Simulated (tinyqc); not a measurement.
Switching kinetics of a ferroelectric film and the memory window of a ferroelectric gate stack: one step, computed by the program tinyqc.

Fields in MV/cm; 1 microcoulomb/cm^2 over eps_0 is 11.29409 MV/cm. In the stack (metal, ferroelectric, interlayer, channel) the channel is taken as a conductor.

Problem. Fields in the stack. Series stack: V = E_F t_F + E_I t_I and eps_I E_I = eps_F E_F + (1 - s) P/eps_0. Before switching P = -P_r, after it P = +P_s; in retention V = 0 and P = +P_r.

Inputs (values chosen for the exercise, for a model hafnia-based film):
```
quantity                                 value               unit
saturation polarisation P_s                 25  microcoulomb/cm^2
ratio P_r/P_s                             0.74                  -
coercive field E_c                        0.94              MV/cm
permittivity of the ferroelectric eps_F     23                  -
thickness t_F                               11                 nm
permittivity of the interlayer eps_I       3.9                  -
interlayer thickness t_I                     1                 nm
share s of P screened by trapped charge   0.69                  -
pulse height V                               3                  V
breakdown field of the interlayer           16              MV/cm
```

Give: E_F before switching; E_F after switching; E_I after switching; depolarising field in retention; depolarising field over E_c.

Solution.

E_F before switching = 2.758 MV/cm

E_F after switching = 0.4472 MV/cm

E_I after switching = 25.08 MV/cm

depolarising field in retention = 0.9829 MV/cm

depolarising field over E_c = 1.046

Caution: the interlayer field exceeds its breakdown field, so charge injection would change the fields. Caution: E_F after switching lies below E_c, so switching stalls before P_s and that state is not reached. Caution: a depolarising field above E_c switches the film back, so P_r is not held.
